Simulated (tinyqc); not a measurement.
Convergence with the energy grid: electron mobility of a polar semiconductor by Rode's iterative solution of the Boltzmann equation. Computed by tinyqc, a small Python program. Command: `OMP_NUM_THREADS=1 python tinyqc.py 3004907 3004908 out.jsonl rode sweep`. One thread of a shared host (Intel(R) Xeon(R) Processor @ 2.30GHz), about 0.2 s of CPU time with the checks.

The distribution is f(E) + e F l(E) (-df/dE) cos(theta) for a weak field F, theta counted from the force; l(E) is a mean free path. Elastic processes enter by their momentum rate, polar optical phonons by out- and in-scattering terms. One valley only: where upper valleys lie close, measured mobilities are lower. The density n is prescribed, even where a narrow-gap material would have more intrinsic carriers.

Inputs (values chosen for the exercise, modelled on CdTe):
```
quantity                              value    unit
effective mass m                     0.0956     m_0
static permittivity eps_s              10.2       -
high-frequency permittivity eps_inf     7.1       -
density rho                            5850  kg/m^3
sound velocity v_l                     3400     m/s
acoustic deformation potential D_A      6.3      eV
optical phonon energy hbar w           20.9     meV
electron density n                    8e+15  1/cm^3
compensation ratio C                      0       -
temperature T                           400       K
iteration cap                           200       -
```

Band: parabolic. Elastic processes: acoustic, impurity.

Constants: k_B = 8.617333262e-05 eV/K; m_0 = 9.1093837015e-31 kg; e = 1.602176634e-19 C; hbar = 1.054571817e-34 J s; eps_0 = 8.8541878128e-12 F/m; k_B = 1.380649e-23 J/K; hbar = 6.582119569e-16 eV s.

Method:
- Parabolic band: E = hbar^2 k^2/(2 m), speed v = hbar k/m, states per spin, volume and energy g(E) = m k/(2 pi^2 hbar^2). Masses are multiplied by m_0 and all formulas are in SI units.
- The reduced Fermi level eta = E_F/(k_B T) solves n = 2 Z int g f dE with f = 1/(1 + exp(x - eta)) (Z = 1 unless valleys are given); screening length L_s = sqrt(eps_s eps_0 k_B T/(e^2 dn/deta)), dn/deta = 2 Z int g f (1 - f) dE.
- Integrals over x = E/(k_B T) use 160 Gauss-Legendre points in u = sqrt(x) from 0 to sqrt(max(eta, 0) + 32).
- N_I = n (1 + C)/(1 - C).
- Phonon occupation N_q = 1/(exp(hbar w/(k_B T)) - 1).
- Acoustic deformation potential (elastic, equipartition, absorption and emission together): 1/tau = 2 pi k_B T D_A^2 g(E)/(hbar rho v_l^2).
- Singly charged impurities, momentum relaxation: 1/tau = N_I e^4 m (1 + 2 alpha E) Phi/(8 pi (eps_s eps_0)^2 hbar^3 k^3), with alpha = 0 for a parabolic band.
- Brooks-Herring: Phi = ln(1 + b) - b/(1 + b), b = 4 k^2 L_s^2.
- Polar optical, unscreened: W = e^2 w (1/eps_inf - 1/eps_s) m (1 + 2 alpha E') ln|(k + k')/(k - k')| / (4 pi eps_0 hbar^2 k), times N_q for absorption (E' = E + hbar w) and N_q + 1 for emission (E' = E - hbar w > 0), with alpha = 0 for a parabolic band; mean cosine of the angle <cos> = (k^2 + k'^2)/(2 k k') - 1/ln|(k + k')/(k - k')|.
- Energy grid E_j = (j + 1/2) hbar w/s, j = 0, 1, ..., up to (max(eta, 0) + 18) k_B T, so that E_j +/- hbar w are grid points; l = 0 beyond the grid; integrals are sums times the spacing.
- With f' = f(E'): out-scattering S_o = sum over absorption and emission of W (1 - f')/(1 - f); nu = sum of elastic rates; the in-scattering weights are c+ = W_abs <cos> (1 - f')/(1 - f) for E' = E + hbar w and c- likewise for emission.
- Iteration: l_new(E) = [v(E) + c+ l(E + hbar w) + c- l(E - hbar w)]/(nu + S_o), from l = 0.
- mu = e sum g v l f (1 - f) / (3 k_B T sum g f) over the grid; stop when mu changes by less than 1e-8 of itself.
- Self-energy RTA: l = v/(nu + S_o), the first iteration. Momentum RTA: l = v/(nu + S_o - c+ v(E + hbar w)/v - c- v(E - hbar w)/v), listed only where the denominator is positive on the whole grid. The polar-only value solves the same system with nu = 0; the elastic value takes l = v/nu.

One run for each value; columns: (1) grid points per phonon energy s; (2) mobility mu (cm^2/(V s)); (3) polar-phonon mobility (cm^2/(V s)); (4) elastic mobility (cm^2/(V s)):
```
(1)    (2)   (3)    (4)
2    953.0  1022  16480
4    961.6  1032  16590
6    964.1  1034  16619
10   965.8  1036  16638
16   966.6  1037  16646
24   967.0  1037  16650
40   967.2  1037  16652
```

Describe and explain the trends.

Over the rows, mobility mu (cm^2/(V s)) rises from 953.0 to 967.2 (exponent d ln y / d ln x 0.013 between the first rows and 5.0e-4 between the last); polar-phonon mobility (cm^2/(V s)) rises from 1022 to 1037 (exponent d ln y / d ln x 0.013 between the first rows and 5.1e-4 between the last); elastic mobility (cm^2/(V s)) rises from 16480 to 16650 (exponent d ln y / d ln x 0.0096 between the first rows and 2.9e-4 between the last). Against the finest grid, mu is off by -1.5 % in the first row and -0.025 % in the last but one.
